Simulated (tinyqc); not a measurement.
Strained Delta valleys, repopulation and conductivity mass: mobility against stress.

A cubic crystal with three pairs of conduction valleys along x, y and z under uniaxial stress X along [100] (X > 0 is tension); current along [100]. Non-degenerate electrons, fixed total density, one relaxation time for all valleys and stresses, masses unchanged by strain, so the mobility goes as the mean inverse mass.

Stress s_ij = X a_i a_j with a the unit vector along [100]; strain e_ii = s11 s_ii + s12 (s_jj + s_kk), e_ij = s44 s_ij/2. Valley shift dE = Xu (n.e.n - trace(e)/3) with n the valley axis; share f proportional to exp(-dE/Vt). Inverse mass along the current d = [100]: (n.d)^2/ml + (1 - (n.d)^2)/mt; mu/mu0 = sum f (1/m) over the plain mean of 1/m. The linear estimate is 1 - pi X with pi the small-stress slope -d(mu/mu0)/dX.

Parameters, values chosen for the exercise; values close to those of silicon:
- T = 400 K (temperature)
- s11 = 7.6 1/TPa (compliance)
- s12 = -2.14 1/TPa (compliance)
- s44 = 12.7 1/TPa (compliance)
- Xu = 9.33 eV (shear deformation potential)
- ml = 0.919 m0 (longitudinal mass)
- mt = 0.192 m0 (transverse mass)

Constants: q = 1.602176634e-19 C, kB = 1.380649e-23 J/K, Vt = kB T/q. Results are converted to the units shown.

Results:

| X (MPa) | splitting (meV) | largest share | mu/mu0 | linear estimate |
|---|---|---|---|---|
| -25 | 2.272 | 0.3481 | 0.9841 | 0.9843 |
| -50 | 4.544 | 0.3632 | 0.9679 | 0.9685 |
| -100 | 9.087 | 0.3942 | 0.9346 | 0.9371 |
| -200 | 18.17 | 0.4586 | 0.8654 | 0.8741 |
| -400 | 36.35 | 0.5894 | 0.7249 | 0.7482 |
| -700 | 63.61 | 0.7599 | 0.5417 | 0.5594 |
| -1500 | 136.3 | 0.9631 | 0.3234 | 0.05584 |
| -2500 | 227.2 | 0.9973 | 0.2867 | -0.5736 |

Estimate the missing row, X = -1000 MPa.

Computed row:

| X (MPa) | splitting (meV) | largest share | mu/mu0 | linear estimate |
|---|---|---|---|---|
| -1000 | 90.87 | 0.8747 | 0.4184 | 0.3706 |

With this row back in the table: The ratio mu/mu0 falls from 0.984 to 0.287; pi = -62.9e-11 1/Pa. The linear estimate of the change is 0.9894 times the computed change in the first row and 2.21 times it in the last: once the splitting is several Vt (Vt = 34.5 meV) the upper valleys are nearly empty and little is left to move. At X = -2500 MPa the stress passes 1.5 GPa, where intervalley scattering and masses change too.

Program tinyqc, `OMP_NUM_THREADS=1 python tinyqc.py 2530079 2530080 out.jsonl`; Intel Xeon 2.30GHz, shared host, one thread, about 0.01 s.
